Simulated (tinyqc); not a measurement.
Size effects in the resistivity of thin metal films and interconnect lines: one step, computed by the program tinyqc. Command: `OMP_NUM_THREADS=1 python tinyqc.py 3029649 3029650 out.jsonl size walk`. One thread of a shared host (Intel(R) Xeon(R) Processor @ 2.30GHz), about 0.01 s of CPU time with the checks.

Electrons lose their drift at surfaces (a share 1 - p of the hits) and at grain boundaries (reflection R), besides bulk scattering.

Problem. Resistivity of the film. Both together (Mayadas-Shatzkes film): rho_b/rho = (rho_b/rho of the grains alone) - (6/(pi kappa))(1 - p) int_0^(pi/2) dphi int_0^1 ds (cos^2 phi/H^2)(s - s^3)(1 - exp(-kappa H/s))/(1 - p exp(-kappa H/s)), H = 1 + alpha/(cos phi sqrt(1 - s^2)), 40 x 80 Gauss-Legendre points. Sheet resistance rho/h; additive estimate rho_b (f_surface + f_grain - 1).

Inputs (values chosen for the exercise, modelled on cobalt): bulk resistivity rho_b = 5.99 microohm cm; specularity p = 0; film thickness h = 10 nm.

Geometry: film.

rho/rho_b from grains = 1.721938

alpha = 0.515625

kappa = h/lambda = 0.8547009

rho/rho_b from surfaces = 1.542543

Give: resistivity rho; sheet resistance; additive estimate; error of the additive estimate.

Solution.

resistivity rho = 13.30 microohm cm

sheet resistance = 13.30 ohm

additive estimate = 13.56 microohm cm

error of the additive estimate = 2.001 %

Adding the two excesses (Matthiessen's rule) is 2.0 % high.
